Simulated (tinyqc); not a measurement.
Donors with valley-orbit split 1s states: one step. Mobility and resistivity. Five cases, with inputs chosen for the exercise.

Task: Compare with full ionisation, n = ND - NA.

Mobility (Caughey-Thomas form): mu = mu0 + (mu1 (T/300)^(-ga) - mu0)/(1 + ((ND + NA)/Nr)^de); rho = 1/(e n mu), e = 1.602176634e-19 C.

Give: mu; rho; rho at full ionisation.

Case 1.

Values chosen (near those of As in Si; shifted at random, so the results belong to these values and not to a real crystal): ND = 4.9e+15 1/cm^3 (donors); NA = 6.3e+14 1/cm^3 (compensating acceptors, all ionised); mu0 = 61 cm^2/(V s) (mobility at heavy doping); mu1 = 1365 cm^2/(V s) (mobility at light doping and 300 K); Nr = 1.1e+17 1/cm^3 (reference doping); de = 0.72 (doping exponent); ga = 2.3 (temperature exponent); T = 225 K.

n = 4.1805e+15 1/cm^3

Result:

mu = 2376.5 cm^2/(V s)
rho = 0.628 ohm cm
rho at full ionisation = 0.615 ohm cm

Incomplete ionisation raises rho by a factor 1.02.

Case 2.

Values chosen (near those of P in Si; shifted at random, so the results belong to these values and not to a real crystal): ND = 2.3e+15 1/cm^3 (donors); NA = 0 1/cm^3 (compensating acceptors, all ionised); mu0 = 67 cm^2/(V s) (mobility at heavy doping); mu1 = 1335 cm^2/(V s) (mobility at light doping and 300 K); Nr = 9.8e+16 1/cm^3 (reference doping); de = 0.72 (doping exponent); ga = 2.3 (temperature exponent); T = 300 K.

n = 2.2908e+15 1/cm^3

Result:

mu = 1255.3 cm^2/(V s)
rho = 2.17 ohm cm
rho at full ionisation = 2.16 ohm cm

Incomplete ionisation raises rho by a factor 1.

Case 3.

Values chosen (near those of P in Si; shifted at random, so the results belong to these values and not to a real crystal): ND = 5e+17 1/cm^3 (donors); NA = 0 1/cm^3 (compensating acceptors, all ionised); mu0 = 67 cm^2/(V s) (mobility at heavy doping); mu1 = 1383 cm^2/(V s) (mobility at light doping and 300 K); Nr = 1.1e+17 1/cm^3 (reference doping); de = 0.72 (doping exponent); ga = 2.3 (temperature exponent); T = 200 K.

n = 2.1101e+17 1/cm^3

Result:

mu = 934.3 cm^2/(V s)
rho = 0.0317 ohm cm
rho at full ionisation = 0.0134 ohm cm

Incomplete ionisation raises rho by a factor 2.37.

Case 4.

Values chosen (near those of P in Si; shifted at random, so the results belong to these values and not to a real crystal): ND = 3.4e+15 1/cm^3 (donors); NA = 0 1/cm^3 (compensating acceptors, all ionised); mu0 = 69 cm^2/(V s) (mobility at heavy doping); mu1 = 1428 cm^2/(V s) (mobility at light doping and 300 K); Nr = 1e+17 1/cm^3 (reference doping); de = 0.72 (doping exponent); ga = 2.3 (temperature exponent); T = 200 K.

n = 3.3183e+15 1/cm^3

Result:

mu = 3341.8 cm^2/(V s)
rho = 0.563 ohm cm
rho at full ionisation = 0.549 ohm cm

Incomplete ionisation raises rho by a factor 1.02.

Case 5.

Values chosen (near those of As in Si; shifted at random, so the results belong to these values and not to a real crystal): ND = 4.1e+16 1/cm^3 (donors); NA = 0 1/cm^3 (compensating acceptors, all ionised); mu0 = 63 cm^2/(V s) (mobility at heavy doping); mu1 = 1410 cm^2/(V s) (mobility at light doping and 300 K); Nr = 8.7e+16 1/cm^3 (reference doping); de = 0.72 (doping exponent); ga = 2.3 (temperature exponent); T = 200 K.

n = 3.3419e+16 1/cm^3

Result:

mu = 2288.3 cm^2/(V s)
rho = 0.0816 ohm cm
rho at full ionisation = 0.0665 ohm cm

Incomplete ionisation raises rho by a factor 1.23.

Computed by tinyqc, one run a case: `OMP_NUM_THREADS=1 python tinyqc.py N N+1 out.jsonl` with N = 1650145, 1650236, 1650668, 1650886, 1651109; one thread of a shared Intel(R) Xeon(R) Processor @ 2.30GHz, about 0.03 s a run at most.
